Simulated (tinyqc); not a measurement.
# Worked calculation: graded p-n junction, non-linear Poisson equation by Newton steps

Numbers from tinyqc (`OMP_NUM_THREADS=1 python tinyqc.py 2000062 2000063 out.jsonl`; about 0.04 s on one thread of a shared Intel Xeon 2.30GHz). Printed values are rounded.

One dimension, p side on the left, n side on the right; net doping C = (Nd - Na)/2 + ((Nd + Na)/2) tanh(x/Lg). The potential psi is counted from the intrinsic level, and the quasi-Fermi potentials are flat: 0 for holes and -V for electrons, so n = ni exp((psi + V)/Vt) and p = ni exp(-psi/Vt) (Boltzmann statistics, full ionisation, no current). Under reverse bias this makes the minority densities vanishingly small everywhere; they play no part in the charge.

Inputs (values chosen for the exercise); band and dielectric values those of a made-up semiconductor:

| symbol | value | unit | meaning |
|---|---|---|---|
| T | 300 | K | temperature |
| Eg | 0.781 | eV | band gap |
| eps_r | 12.3 |  | relative permittivity |
| Nc | 7.91e18 | cm^-3 | conduction-band density of states at T |
| Nv | 5.1e18 | cm^-3 | valence-band density of states at T |
| Na | 5.1e16 | cm^-3 | acceptor density of the p side |
| Nd | 6.8e16 | cm^-3 | donor density of the n side |
| V | -1.5 | V | bias of the p side against the n side |
| Lg | 140 | nm | grading length |

Constants: q = 1.602176634e-19 C, kB = 1.380649e-23 J/K, Vt = kB T/q, eps0 = 8.8541878128e-14 F/cm where lengths are in cm. Results are converted to the units shown.

## Intrinsic density, end potentials and Debye lengths

ni = sqrt(Nc Nv) exp(-Eg/(2 Vt)), Eg in volts; psi_p = -Vt ln(Na/ni), psi_n = Vt ln(Nd/ni) - V; Debye length sqrt(eps0 eps_r Vt/(q N)).

ni = 1.74889e12 cm^-3
psi_p = -0.265774 V
psi_n = 1.77321 V
Debye length, p side = 18.5624 nm
Debye length, n side = 16.0755 nm

## Net doping on the mesh

| node | x (nm) |
|---|---|
| 0 | -1220 |
| 1 | -899 |
| 2 | -631 |
| 3 | -407 |
| 4 | -221 |
| 5 | -65 |
| 6 | 65 |
| 7 | 217 |
| 8 | 396 |
| 9 | 605 |
| 10 | 850 |
| 11 | 1140 |

C = (Nd - Na)/2 + ((Nd + Na)/2) tanh(x/Lg), taken at the nodes.

| node | net doping C (cm^-3) |
|---|---|
| 0 | -5.10000e16 |
| 1 | -5.09997e16 |
| 2 | -5.09855e16 |
| 3 | -5.06459e16 |
| 4 | -4.61435e16 |
| 5 | -1.72975e16 |
| 6 | 3.42975e16 |
| 7 | 6.28702e16 |
| 8 | 6.75858e16 |
| 9 | 6.79790e16 |
| 10 | 6.79994e16 |
| 11 | 6.80000e16 |

## Couplings between neighbouring nodes

a_i = eps0 eps_r/h_i for the interval from node i to i + 1, with h_i = x_(i+1) - x_i in cm.

| interval | coupling a_i (F/cm^2) |
|---|---|
| 0 | 3.39273e-8 |
| 1 | 4.06368e-8 |
| 2 | 4.86190e-8 |
| 3 | 5.85519e-8 |
| 4 | 6.98119e-8 |
| 5 | 8.37742e-8 |
| 6 | 7.16490e-8 |
| 7 | 6.08416e-8 |
| 8 | 5.21084e-8 |
| 9 | 4.44516e-8 |
| 10 | 3.75540e-8 |

## Starting potential

A straight line in x from psi_p = -Vt ln(Na/ni) at the first node to psi_n = Vt ln(Nd/ni) - V at the last.

| node | psi at the start (V) |
|---|---|
| 0 | -0.26577 |
| 1 | 0.01156 |
| 2 | 0.24311 |
| 3 | 0.43664 |
| 4 | 0.59734 |
| 5 | 0.73212 |
| 6 | 0.84444 |
| 7 | 0.97576 |
| 8 | 1.13041 |
| 9 | 1.31098 |
| 10 | 1.52266 |
| 11 | 1.77321 |

## Iteration 1: densities, residual and Jacobian diagonal

n_i = ni exp((psi_i + V)/Vt), p_i = ni exp(-psi_i/Vt), rho_i = p_i - n_i + C_i, g_i = (n_i + p_i)/Vt. Box widths w_i = (h_(i-1) + h_i)/2 in cm. Residual F_i = a_i (psi_(i+1) - psi_i) - a_(i-1) (psi_i - psi_(i-1)) + q rho_i w_i; Jacobian: a_(i-1) and a_i beside the diagonal, b_i = -a_(i-1) - a_i - q g_i w_i on it. The two end nodes are fixed.

| node | n (cm^-3) | p (cm^-3) |
|---|---|---|
| 0 | 3.79370e-18 | 5.1e16 |
| 1 | 1.73026e-13 | 1.11820e12 |
| 2 | 1.34249e-9 | 1.44120e8 |
| 3 | 2.39378e-6 | 80825.5 |
| 4 | 0.00119873 | 161.403 |
| 5 | 0.220258 | 0.878419 |
| 6 | 16.9736 | 0.0113988 |
| 7 | 2728.53 | 7.09096e-5 |
| 8 | 1.08135e6 | 1.78924e-7 |
| 9 | 1.16796e9 | 1.65656e-10 |
| 10 | 4.20145e12 | 4.60505e-14 |
| 11 | 6.8e16 | 2.84528e-18 |

| node | residual F (C/cm^2) | diagonal b (F/cm^2) |
|---|---|---|
| 1 | -2.40632e-7 | -7.47681e-8 |
| 2 | -2.00952e-7 | -8.92558e-8 |
| 3 | -1.66345e-7 | -1.07171e-7 |
| 4 | -1.26420e-7 | -1.28364e-7 |
| 5 | -3.96304e-8 | -1.53586e-7 |
| 6 | 7.74803e-8 | -1.55423e-7 |
| 7 | 1.66707e-7 | -1.32491e-7 |
| 8 | 2.10072e-7 | -1.12950e-7 |
| 9 | 2.47236e-7 | -9.65602e-8 |
| 10 | 2.91415e-7 | -8.27021e-8 |

## Iteration 1: Newton step

Solve the tridiagonal system a_(i-1) d_(i-1) + b_i d_i + a_i d_(i+1) = -F_i for nodes 1 to 10, with d = 0 on fixed nodes. Each component d is damped to sign(d) Vt ln(1 + |d|/Vt) before it is added.

| node | Newton step d, before damping (V) |
|---|---|
| 1 | -8.8987 |
| 2 | -10.4513 |
| 3 | -7.6158 |
| 4 | -2.4203 |
| 5 | 3.7480 |
| 6 | 9.3614 |
| 7 | 14.8433 |
| 8 | 18.5590 |
| 9 | 18.8659 |
| 10 | 13.6639 |

| node | psi after iteration 1 (V) |
|---|---|
| 0 | -0.26577 |
| 1 | -0.13952 |
| 2 | 0.08788 |
| 3 | 0.28957 |
| 4 | 0.47971 |
| 5 | 0.86095 |
| 6 | 0.99683 |
| 7 | 1.14004 |
| 8 | 1.30046 |
| 9 | 1.48145 |
| 10 | 1.68480 |
| 11 | 1.77321 |

## Iteration 2: densities, residual and Jacobian diagonal

As before.

| node | n (cm^-3) | p (cm^-3) |
|---|---|---|
| 0 | 3.79370e-18 | 5.1e16 |
| 1 | 5.01210e-16 | 3.86023e14 |
| 2 | 3.31254e-12 | 5.84080e10 |
| 3 | 8.09826e-9 | 2.38914e7 |
| 4 | 1.26685e-5 | 15272.5 |
| 5 | 32.1532 | 0.00601741 |
| 6 | 6163.35 | 3.13918e-5 |
| 7 | 1.56935e6 | 1.23286e-7 |
| 8 | 7.77372e8 | 2.48888e-10 |
| 9 | 8.53504e11 | 2.26688e-13 |
| 10 | 2.22485e15 | 8.69624e-17 |
| 11 | 6.8e16 | 2.84528e-18 |

| node | residual F (C/cm^2) | diagonal b (F/cm^2) |
|---|---|---|
| 1 | -2.33859e-7 | -1.45020e-7 |
| 2 | -2.00387e-7 | -8.92646e-8 |
| 3 | -1.65017e-7 | -1.07171e-7 |
| 4 | -1.10939e-7 | -1.28364e-7 |
| 5 | -5.48625e-8 | -1.53586e-7 |
| 6 | 7.63587e-8 | -1.55423e-7 |
| 7 | 1.66206e-7 | -1.32491e-7 |
| 8 | 2.09743e-7 | -1.12950e-7 |
| 9 | 2.46840e-7 | -9.66801e-8 |
| 10 | 2.76179e-7 | -4.50849e-7 |

## Iteration 2: Newton step

As before.

| node | Newton step d, before damping (V) |
|---|---|
| 1 | -3.8518 |
| 2 | -7.9911 |
| 3 | -7.3307 |
| 4 | -3.9641 |
| 5 | 0.4487 |
| 6 | 4.7809 |
| 7 | 8.7805 |
| 8 | 10.7588 |
| 9 | 9.0435 |
| 10 | 1.5042 |

| node | psi after iteration 2 (V) |
|---|---|
| 0 | -0.26577 |
| 1 | -0.26906 |
| 2 | -0.06043 |
| 3 | 0.14348 |
| 4 | 0.34944 |
| 5 | 0.93618 |
| 6 | 1.13191 |
| 7 | 1.29078 |
| 8 | 1.45644 |
| 9 | 1.63295 |
| 10 | 1.79030 |
| 11 | 1.77321 |

## Iteration 3: densities, residual and Jacobian diagonal

As before.

| node | n (cm^-3) | p (cm^-3) |
|---|---|---|
| 0 | 3.79370e-18 | 5.1e16 |
| 1 | 3.34149e-18 | 5.79019e16 |
| 2 | 1.06818e-14 | 1.81129e13 |
| 3 | 2.84584e-11 | 6.79866e9 |
| 4 | 8.20833e-8 | 2.35710e6 |
| 5 | 590.239 | 3.27797e-4 |
| 6 | 1.14598e6 | 1.68833e-7 |
| 7 | 5.34592e8 | 3.61918e-10 |
| 8 | 3.24296e11 | 5.96612e-13 |
| 9 | 2.99426e14 | 6.46166e-16 |
| 10 | 1.31680e17 | 1.46930e-18 |
| 11 | 6.8e16 | 2.84528e-18 |

| node | residual F (C/cm^2) | diagonal b (F/cm^2) |
|---|---|---|
| 1 | 4.11566e-8 | -1.06426e-5 |
| 2 | -1.99444e-7 | -9.20172e-8 |
| 3 | -1.64199e-7 | -1.07172e-7 |
| 4 | -9.75187e-8 | -1.28364e-7 |
| 5 | -6.41945e-8 | -1.53586e-7 |
| 6 | 7.24657e-8 | -1.55423e-7 |
| 7 | 1.65403e-7 | -1.32491e-7 |
| 8 | 2.09190e-7 | -1.12989e-7 |
| 9 | 2.43943e-7 | -1.38684e-7 |
| 10 | -2.80561e-7 | -2.19124e-5 |

## Iteration 3: Newton step

As before.

| node | Newton step d, before damping (V) |
|---|---|
| 1 | -0.01628 |
| 2 | -5.27775 |
| 3 | -5.87297 |
| 4 | -3.56297 |
| 5 | -0.22867 |
| 6 | 3.31619 |
| 7 | 6.44955 |
| 8 | 7.42092 |
| 9 | 4.54613 |
| 10 | -0.00358 |

| node | psi after iteration 3 (V) |
|---|---|
| 0 | -0.26577 |
| 1 | -0.28168 |
| 2 | -0.19806 |
| 3 | 0.00310 |
| 4 | 0.22191 |
| 5 | 0.87706 |
| 6 | 1.25760 |
| 7 | 1.43357 |
| 8 | 1.60284 |
| 9 | 1.76675 |
| 10 | 1.78694 |
| 11 | 1.77321 |

## Course of the Newton iteration

Stop when the largest undamped |d| is below 1e-9 V, or after 80 iterations.

Course of the iteration:

| iteration | largest \|F\| (C/cm^2) | largest \|d\| (V) | at node |
|---|---|---|---|
| 1 | 2.91e-7 | 18.9 | 9 |
| 2 | 2.76e-7 | 10.8 | 8 |
| 3 | 2.81e-7 | 7.42 | 8 |
| 4 | 2.09e-7 | 4.21 | 7 |
| 5 | 1.88e-7 | 2.45 | 4 |
| 6 | 1.54e-7 | 1.01 | 4 |
| 7 | 8.10e-8 | 0.935 | 4 |
| 8 | 6.51e-8 | 0.167 | 5 |
| 9 | 1.92e-8 | 0.0941 | 6 |
| 10 | 1.06e-8 | 0.0543 | 6 |
| 11 | 4.53e-9 | 0.0248 | 6 |
| 12 | 1.23e-9 | 7.25e-3 | 6 |
| 13 | 1.35e-10 | 8.37e-4 | 6 |
| 14 | 2.06e-12 | 1.29e-5 | 6 |
| 15 | 5.00e-16 | 3.13e-9 | 6 |
| 16 | < 1e-19 | < 1e-11 | 7 |

Converged in 16 iterations. Once the step is below 0.1 Vt, 3 more iteration(s) reach the threshold: near the solution the error is roughly squared each time.

## Converged densities, field and charge

| node | converged psi (V) |
|---|---|
| 0 | -0.26577 |
| 1 | -0.26577 |
| 2 | -0.26576 |
| 3 | -0.26545 |
| 4 | -0.24996 |
| 5 | 0.48840 |
| 6 | 1.57676 |
| 7 | 1.76900 |
| 8 | 1.77302 |
| 9 | 1.77320 |
| 10 | 1.77321 |
| 11 | 1.77321 |

n and p as above; field E_i = -(psi_(i+1) - psi_i)/h_i on each interval; charge on either side of the peak Q = eps0 eps_r |E|max (Gauss).

| node | n (cm^-3) | p (cm^-3) |
|---|---|---|
| 0 | 3.79370e-18 | 5.1e16 |
| 1 | 3.79373e-18 | 5.09996e16 |
| 2 | 3.79506e-18 | 5.09818e16 |
| 3 | 3.84083e-18 | 5.03742e16 |
| 4 | 6.99481e-18 | 2.76603e16 |
| 5 | 1.77280e-5 | 10913.7 |
| 6 | 3.40664e13 | 5.67946e-15 |
| 7 | 5.77684e16 | 3.34922e-18 |
| 8 | 6.75100e16 | 2.86593e-18 |
| 9 | 6.79766e16 | 2.84626e-18 |
| 10 | 6.79993e16 | 2.84531e-18 |
| 11 | 6.8e16 | 2.84528e-18 |

| interval | field E (kV/cm) |
|---|---|
| 0 | 0.0000 |
| 1 | -0.0003 |
| 2 | -0.0138 |
| 3 | -0.8332 |
| 4 | -47.3307 |
| 5 | -83.7201 |
| 6 | -12.6469 |
| 7 | -0.2251 |
| 8 | -0.0085 |
| 9 | -0.0004 |
| 10 | 0.0000 |

peak |E| = 83.7201 kV/cm
charge Q = 91.1766 nC/cm^2

A mesh of more than 1000 nodes gives a peak field of 83.78 kV/cm; the 12-node value is 0.068 % below it.
